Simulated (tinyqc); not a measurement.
What each parameter does: six-band k.p model of the valence band of a wurtzite crystal.

At k = 0: E1 = D1c + D2c + Te + Le (pure HH); E2, E3 = Le + u +/- sqrt(u^2 + 2 D3c^2), u = (D1c - D2c + Te)/2, D1c = Dcr, D2c = D3c = Dso/3. The weight of LH in state 2 is fL = (E2 - Le)^2/((E2 - Le)^2 + 2 D3c^2). Relative strengths of transitions to the conduction band: for E perpendicular to c (TE) 1/2, fL/2, (1 - fL)/2; for E along c (TM) 0, 1 - fL, fL, with one momentum element for both directions.

Strain of a c-plane layer: exx = eyy = e_par, ezz = -2 (C13/C33) e_par; Le = D1 ezz + D2 (exx + eyy), Te = D3 ezz + D4 (exx + eyy).

Conduction edge: Ec = (top of the unstrained valence band) + Eg + (a1 + D1) ezz + (a2 + D2)(exx + eyy).

Parameters, chosen for this exercise (near those of GaN; the results hold for these values, not for the real material): Dcr = 0.0152 eV (crystal-field splitting); Dso = 0.0177 eV (spin-orbit splitting); Eg = 3.512 eV (direct gap at Gamma from the top of the unstrained valence band); a1 = -5.02 eV (gap potential along c); a2 = -10.75 eV (gap potential in the plane); D1 = -3.84 eV; D2 = 4.67 eV; D3 = 8.09 eV; D4 = -4.23 eV; C13 = 110 GPa; C33 = 407 GPa; e_par = 0.0026 (exx = eyy of a c-plane layer).

Splittings at k = 0 under the strain, fL and the lowest transition. Each row changes one parameter from the base and keeps the others.

Results:

| case | E1 - E2 (meV) | E1 - E3 (meV) | fL | lowest transition (eV) |
|---|---|---|---|---|
| base | -14.88 | 14.41 | 0.0891 | 3.4816 |
| a2 = -12.9 eV | -14.88 | 14.41 | 0.0891 | 3.4705 |
| C13 = 132 GPa | -16.96 | 14.22 | 0.0776 | 3.4832 |
| Dso = 0.01416 eV | -15.25 | 11.24 | 0.0681 | 3.4813 |
| e_par = 0.00312 | -21.06 | 13.92 | 0.0606 | 3.4724 |
| Dcr = 0.01824 eV | -12.13 | 14.71 | 0.1084 | 3.4844 |
| a1 = -6.024 eV | -14.88 | 14.41 | 0.0891 | 3.4831 |
| D3 = 9.708 eV | -16.96 | 14.22 | 0.0776 | 3.4818 |
| D1 = -3.072 eV | -14.88 | 14.41 | 0.0891 | 3.4816 |

The largest shifts from the base row, up to three for each result and ties (the steps differ in size, so this ranks the rows, not the parameters). E1 - E2 (meV): e_par -6.18, Dcr +2.74, C13 -2.08, D3 -2.08; unchanged at the printed digits by a2, a1 and D1. E1 - E3 (meV): Dso -3.17, e_par -0.49, Dcr +0.30; unchanged at the printed digits by a2, a1 and D1. fL: e_par -0.0285, Dso -0.0210, Dcr +0.0192; unchanged at the printed digits by a2, a1 and D1. lowest transition (eV): a2 -0.0112, e_par -0.0093, Dcr +0.0027; unchanged at the printed digits by D1. D1 and D2 shift all valence edges and the conduction edge alike, so they drop out of splittings and transitions.

tinyqc: `OMP_NUM_THREADS=1 python tinyqc.py 1050713 1050714 out.jsonl`; about 0.01 s, one thread, shared Intel(R) Xeon(R) Processor @ 2.30GHz.
